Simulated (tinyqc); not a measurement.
What moves the Fermi level: Fermi-Dirac statistics of conduction electrons.

Non-parabolic band E (1 + alpha E) = c k^2/m: n = Nc (2/sqrt(pi)) integral_0^infinity sqrt(x (1 + a x)) (1 + 2 a x) dx/(1 + exp(x - eta)) with a = alpha kT and eta = (EF - Ec)/kT; a = 0 gives n = Nc F_1/2(eta).

Constants: hbar^2/2m0 = 3.80998211 eV angstrom^2; kB = 8.617333262e-05 eV/K.

Values chosen for the exercise (near those of InSb, lowest valleys alone; not measured data):
```
symbol  value    unit    meaning
m       0.0135   m0      density-of-states mass of the conduction band
T       77       K
n       6.7e+16  1/cm^3  electron density
alpha   4.31     1/eV    non-parabolicity
```

N = 2 (m kB T/(4 pi c))^(3/2) with c = hbar^2/2m0, in 1/angstrom^3; times 1e24 for 1/cm^3.

Results for these values:
```
case  parabolic EF - Ec (meV)  non-parabolic EF - Ec (meV)
base                    43.71                        36.66
```

What happens to each result for m = 0.0121 m0, all else kept?

Answer: parabolic EF - Ec rises from 43.71 to 48.96; non-parabolic EF - Ec rises from 36.66 to 40.60.

The same for each parameter in turn:
```
case                 parabolic EF - Ec (meV)  non-parabolic EF - Ec (meV)
base                                   43.71                        36.66
m = 0.0121 m0                          48.96                        40.60
T = 127 K                              42.10                        33.78
n = 1.34e+17 1/cm^3                    70.21                        55.63
alpha = 6.465 1/eV                     43.71                        34.25
```

Program tinyqc; command `OMP_NUM_THREADS=1 python tinyqc.py 1680704 1680705 out.jsonl`; about 0.01 s on one thread of a shared Intel(R) Xeon(R) Processor @ 2.30GHz.
